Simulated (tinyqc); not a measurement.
Worked calculation: G0W0 on RHF in the sto-6g basis, for H3+, spin multiplicity 1. One step of it, computed by the program tinyqc.

Task: Iteration 1: building the Fock matrix. J_ij = sum D_kl (ij|kl), K_ij = sum D_kl (ik|jl); F = H + J - 0.5 K; E = tr D H + tr D J / 2 - 0.25 tr D K + E_nn.

D at the start:
```
          1H 1s     2H 1s     3H 1s
1H 1s  0.313583  0.313296  0.313388
2H 1s  0.313296  0.313009  0.313101
3H 1s  0.313388  0.313101  0.313193
```

core Hamiltonian H = T + V (hartree):
```
           1H 1s      2H 1s      3H 1s
1H 1s  -1.604702  -1.136392  -1.136586
2H 1s  -1.136392  -1.604439  -1.135981
3H 1s  -1.136586  -1.135981  -1.604523
```

Two-electron integrals (ij|kl) in chemists' order, unique and non-zero (hartree):
```
(11|11) 0.774999   (21|11) 0.363504   (21|21) 0.209416   (22|11) 0.515619
(22|21) 0.363504   (22|22) 0.774999   (31|11) 0.363586   (31|21) 0.191796
(31|22) 0.301734   (31|31) 0.209499   (32|11) 0.301633   (32|21) 0.191696
(32|22) 0.363330   (32|31) 0.191728   (32|32) 0.209240   (33|11) 0.515675
(33|21) 0.301701   (33|22) 0.515500   (33|31) 0.363586   (33|32) 0.363330
(33|33) 0.774999
```

nuclear repulsion = 1.78562990 hartree

Give: Coulomb J; exchange K; Fock matrix F; total energy of this density.

Result:

Coulomb J (hartree):
```
        1H 1s   2H 1s   3H 1s
1H 1s  1.2105  0.6937  0.6939
2H 1s  0.6937  1.2101  0.6934
3H 1s  0.6939  0.6934  1.2102
```

exchange K (hartree):
```
        1H 1s   2H 1s   3H 1s
1H 1s  0.9499  0.8241  0.8242
2H 1s  0.8241  0.9492  0.8238
3H 1s  0.8242  0.8238  0.9495
```

Fock matrix F (hartree):
```
         1H 1s    2H 1s    3H 1s
1H 1s  -0.8692  -0.8547  -0.8548
2H 1s  -0.8547  -0.8689  -0.8545
3H 1s  -0.8548  -0.8545  -0.8690
```

total energy of this density = -1.247795 hartree
